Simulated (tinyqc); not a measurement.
Gate-all-around wire, scale length and short-channel effects: course of the iteration: decay constant by Newton steps.

A round wire of diameter ts in an insulator shell of thickness ti under a surrounding gate. Below threshold the potential that source and drain add obeys Laplace's equation and vanishes on the gate. Its lowest mode decays along the channel as exp(-k y); k is the smallest positive root of the matching condition at the interface, and the scale length is Lambda = pi/k.

f(k) = ei J0(u)[J1(u) Y0(v) - Y1(u) J0(v)] - eps_r J1(u)[J0(u) Y0(v) - Y0(u) J0(v)], u = k ts/2, v = u + k ti; f' by a central difference with +/- 1e-5 1/nm; k(new) = k - f/f'.

Stop when k changes by less than 1e-10 1/nm, or after 30 iterations. The rule counts as met only at the smallest positive root.

Inputs (values chosen for the exercise); permittivities: semiconductor close to that of In0.53Ga0.47As, insulator close to that of silicon nitride: relative permittivity of the semiconductor eps_r = 13.6; relative permittivity of the insulator ei = 7.28; insulator thickness ti = 2.3 nm; wire diameter ts = 7.7 nm.

k at the start = 0.613 1/nm

Course of the iteration:
```
iteration  k (1/nm)  |change| (1/nm)
1           1.12850            0.515
2           23.4916             22.4
3           23.2883            0.203
4           23.3401           0.0518
5           23.3369          3.17e-3
6           23.3369          5.31e-6
7           23.3369         1.61e-11
```

Did this iteration meet its convergence test, and what does its course show?

No. The steps settle after 7 iterations, but on k = 23.34 1/nm, which is not the smallest positive root, so the wanted result is missed. A rerun from k = 0.3675 1/nm, next to the first change of sign of f, gives 0.3224 1/nm.

Range of the model: L is under 1.6 Lambda, where higher modes, left out of the one-mode potential, begin to count.

Numbers from tinyqc (`OMP_NUM_THREADS=1 python tinyqc.py 2420113 2420114 out.jsonl`; about 0.01 s on one thread of a shared Intel Xeon 2.30GHz).
